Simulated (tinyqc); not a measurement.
Worked calculation: CIS on RHF in the 3-21g basis, for H2, spin multiplicity 1. One step of it, computed by the program tinyqc.

Problem. CIS matrix, triplets. A(ia,jb) = (e_a - e_i) d_ij d_ab - (ij|ab).

orbital energies (hartree): MO1 -0.538820, MO2 0.207056, MO3 1.029982, MO4 1.342363

Two-electron integrals over orbitals (pq|rs), unique and non-zero (hartree):
```
(11|11) 0.591925    (21|21) 0.108653    (22|11) 0.458158    (22|22) 0.419380
(31|11) 0.139938    (31|22) 0.068180    (31|31) 0.099928    (32|21) 0.005856
(32|32) 0.036774    (33|11) 0.535347    (33|22) 0.423212    (33|31) 0.127323
(33|33) 0.508254    (41|21) -0.080232   (41|32) -0.046820   (41|41) 0.112212
(42|11) -0.137907   (42|22) -0.070720   (42|31) -0.082050   (42|33) -0.121828
(42|42) 0.081450    (43|21) -0.120561   (43|32) -0.034300   (43|41) 0.127804
(43|43) 0.177207    (44|11) 0.600602    (44|22) 0.470271    (44|31) 0.179792
(44|33) 0.568545    (44|42) -0.166725   (44|44) 0.672309
```

Give: CIS matrix A, triplet.

Solution.

CIS matrix A, triplet (hartree), lower triangle:
```
        1>2     1>3     1>4
1>2  0.2877
1>3  0.0000  1.0335
1>4  0.1379  0.0000  1.2806
```
